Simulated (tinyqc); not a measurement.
Double-gate transistor below threshold, two-dimensional Poisson equation on a small mesh: effect of half the body thickness.

Half of a symmetric double-gate structure: row 0 is the mid-plane of the body, where the normal field vanishes. Mobile charge is neglected (subthreshold), the body is fully depleted, and potentials are counted from the intrinsic level; rows run upward to the gate, columns from source to drain.

Mesh: rows i = 0..12 in the semiconductor (step hs = tb/12, row 12 on the interface), then 8 step(s) ho = tox/8 up to the gate row 20; columns j = 0..80 (step hy = L/80). Box integration, divided by eps0: up_i = eps hy/h of the interval above row i, dn_i = that of the interval below (0 for row 0), lat_i = (sum of eps h/2 over the intervals above and below)/hy, s_i = -q Na w_i hy/eps0 with w_i the semiconductor height of the box (hs/2 for row 0 and the interface row, hs between, 0 in the insulator). Each free node obeys (up + dn + 2 lat) psi = up psi(above) + dn psi(below) + lat [psi(left) + psi(right)] + s. Fixed values: gate row Vg - Vfb; column 0 at Vbi and the last column at Vbi + Vd in the semiconductor, each running linearly to Vg - Vfb across the insulator. The system is solved directly. On row 0 the minimum of psi and its place come from a parabola through the three lowest nodes; barrier = Vbi - minimum, swing = Vt ln 10/(d psi/dVg), DIBL = (d psi/dVd)/(d psi/dVg) there. Lambda = pi/k with k the smallest positive root of tan(k tox) tan(k tb) = eox/eps_r.

Values chosen for this exercise; semiconductor permittivity close to that of silicon: temperature T = 293 K; relative permittivity of the semiconductor eps_r = 11.8; relative permittivity of the insulator eox = 22; insulator thickness tox = 6.2 nm; channel length L = 54 nm; acceptor density of the depleted body Na = 2.5e18 cm^-3; potential of the source Vbi = 0.47 V; gate offset Vfb = 0.09 V; gate voltage Vg = 0.05 V; drain voltage Vd = 0.5 V.

Constants: q = 1.602176634e-19 C, kB = 1.380649e-23 J/K, Vt = kB T/q, eps0 = 8.8541878128e-14 F/cm where lengths are in cm. Results are converted to the units shown.

Result of one run:

| tb (nm) | L/Lambda | barrier (V) | place y/L | swing (mV/decade) | DIBL (mV/V) |
|---|---|---|---|---|---|
| 5.6 | 2.733 | 0.6137 | 0.4650 | 60.27 | 12.97 |

What becomes of these results when the half the body thickness tb is changed from 5.6 to 9.7 nm, all else the same?

Result of the changed run:

| tb (nm) | L/Lambda | barrier (V) | place y/L | swing (mV/decade) | DIBL (mV/V) |
|---|---|---|---|---|---|
| 9.7 | 2.002 | 0.7063 | 0.4586 | 65.76 | 48.89 |

The whole series:

| tb (nm) | L/Lambda | barrier (V) | place y/L | swing (mV/decade) | DIBL (mV/V) |
|---|---|---|---|---|---|
| 3.2 | 3.338 | 0.5615 | 0.4694 | 58.85 | 4.251 |
| 4.2 | 3.070 | 0.5826 | 0.4676 | 59.31 | 7.005 |
| 5.6 | 2.733 | 0.6137 | 0.4650 | 60.27 | 12.97 |
| 7.4 | 2.367 | 0.6548 | 0.4619 | 62.16 | 25.07 |
| 9.7 | 2.002 | 0.7063 | 0.4586 | 65.76 | 48.89 |
| 13 | 1.625 | 0.7750 | 0.4553 | 73.33 | 101.2 |

As tb goes from 3.2 to 13 nm, the barrier rises from 0.562 to 0.775 V, the swing rises from 58.9 to 73.3 mV a decade and DIBL rises from 4.25 to 101 mV/V; the ideal swing is 58.1. L/Lambda goes from 3.3 to 1.6.

Computed by the program tinyqc: `OMP_NUM_THREADS=1 python tinyqc.py 2480133 2480134 out.jsonl`, one thread of a shared Intel Xeon 2.30GHz, about 0.2 s for the whole run.
